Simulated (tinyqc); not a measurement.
## Inverter chain driving a load

N inverters, each f = Hc^(1/N) times larger than the one before: delay tau N (f + pp). Switched capacitance in units of the first input, with output capacitance pp times the input: Hc + (1 + pp)(Hc - 1)/(f - 1).

Values chosen for this exercise: load over the input capacitance of the chain Hc = 1300; parasitic delay of an inverter pp = 1; delay unit tau = 2.6 ps.

Results:

| N | f | delay (ps) | switched capacitance |
|---|---|---|---|
| 3 | 10.914 | 92.929 | 1562.1 |
| 4 | 6.0046 | 72.848 | 1819.1 |
| 6 | 3.3036 | 67.137 | 2427.8 |
| 7 | 2.7852 | 68.890 | 2755.3 |
| 8 | 2.4504 | 71.769 | 3091.2 |
| 9 | 2.2182 | 75.305 | 3432.7 |
| 10 | 2.0483 | 79.256 | 3778.3 |

Estimate the missing row, N = 5.

Computed row:

| N | f | delay (ps) | switched capacitance |
|---|---|---|---|
| 5 | 4.1955 | 67.542 | 2113.0 |

With this row back in the table: The delay goes from 92.9 through a minimum of 67.1 (at N = 6 among the rows listed) to 79.3 ps. The best stage effort solves pp + rho (1 - ln rho) = 0, rho = 3.59, which gives N = ln Hc/ln rho = 5.61. One stage fewer than the best costs 0.60 % in delay and saves 13 % of the switched capacitance.

Numbers from tinyqc (`OMP_NUM_THREADS=1 python tinyqc.py 2082115 2082116 out.jsonl`; about 0.01 s on one thread of a shared Intel Xeon 2.30GHz).
